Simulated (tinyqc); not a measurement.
Zener tunnelling in a reverse-biased junction, two-band WKB: two steps of the calculation.

Abrupt p-n junction, depletion approximation. Energies E are counted from the conduction-band edge of the neutral n side; its Fermi level lies at dn, that of the p side at dn - V, and the valence-band edge of the neutral p side at Em = dn + dp - V. Tunnelling needs 0 < E < Em. Two-band dispersion with equal masses m: inside the gap kappa = sqrt(m u (1 - u/Eg)/C), u the distance from a band edge, C = hbar^2/(2 m0).

Values chosen for this exercise; band and dielectric values close to those of indium phosphide: temperature T = 350 K; band gap Eg = 1.36 eV; conduction-band density of states at 350 K Nc = 7.18e17 cm^-3; valence-band density of states at 350 K Nv = 1.41e19 cm^-3; band-edge mass of the two-band model m = 0.091 m0; acceptor density Na = 6.7e18 cm^-3; donor density Nd = 3.2e18 cm^-3; bias of the p side V = -0.34 V; points of the energy grid nE = 11.

Constants: q = 1.602176634e-19 C, kB = 1.380649e-23 J/K, hbar = 1.054571817e-34 J s, h = 6.62607015e-34 J s, m0 = 9.1093837015e-31 kg, Vt = kB T/q, hbar^2/(2 m0) = 0.0380998212 eV nm^2. Results are converted to the units shown.

Task 1. Fermi levels and built-in voltage. Nd = Nc F12(dn/Vt), Na = Nv F12(dp/Vt), F12(x) = (2/sqrt(pi)) int_0^infinity sqrt(u)/(1 + exp(u - x)) du; dn = EF - Ec on the n side, dp = Ev - EF on the p side (negative outside the bands); Vbi = Eg + dn + dp.

Wanted: dn; dp; Vbi.

Result 1.

dn = 0.08998 eV
dp = -0.01741 eV
Vbi = 1.433 V

Boltzmann statistics would give dn = 0.0451 eV and dp = -0.0224 eV. At zero bias the bands of the two sides overlap by dn + dp.

Task 2. Current density on a coarse grid. J = KJ exp(-S) Eb times the integral from 0 to Em of [f(E - dn) - f(E - dn + V)] [1 - exp(-min(E, Em - E)/Eb)] dE, f(x) = 1/(1 + exp(x/Vt)), with S and Eb from the mean field; J > 0 flows from p to n. KJ = (2 q^2/h) m/(4 pi C) (times 1e14 for A/cm^2 per eV^2). Simpson's rule on nE equally spaced points from 0 to Em.

dn = 0.089981257 eV
dp = -0.017407793 eV
S = 36.228244
Eb = 9.3849430 meV

Give: E; difference of the f; transverse factor; integral; KJ; J.

Result 2.

| point | E (eV) | difference of the f | transverse factor |
|---|---|---|---|
| 0 | 0.00000 | -0.04818 | 0.0000 |
| 1 | 0.04126 | -0.16583 | 0.9877 |
| 2 | 0.08251 | -0.43841 | 0.9998 |
| 3 | 0.12377 | -0.75402 | 1.0000 |
| 4 | 0.16503 | -0.92316 | 1.0000 |
| 5 | 0.20629 | -0.97869 | 1.0000 |
| 6 | 0.24754 | -0.99229 | 1.0000 |
| 7 | 0.28880 | -0.98945 | 1.0000 |
| 8 | 0.33006 | -0.96452 | 0.9998 |
| 9 | 0.37132 | -0.87482 | 0.9877 |
| 10 | 0.41257 | -0.64039 | 0.0000 |

integral = -0.29755 eV
KJ = 1.4727e9 A/(cm^2 eV^2)
J = -7.5922e-10 A/cm^2

Range of the model: Parabolic densities of states, no band tails and no gap narrowing, all of which matter at such doping.

Computed by the program tinyqc: `OMP_NUM_THREADS=1 python tinyqc.py 2620064 2620065 out.jsonl`, one thread of a shared Intel Xeon 2.30GHz, about 0.01 s for the whole run.
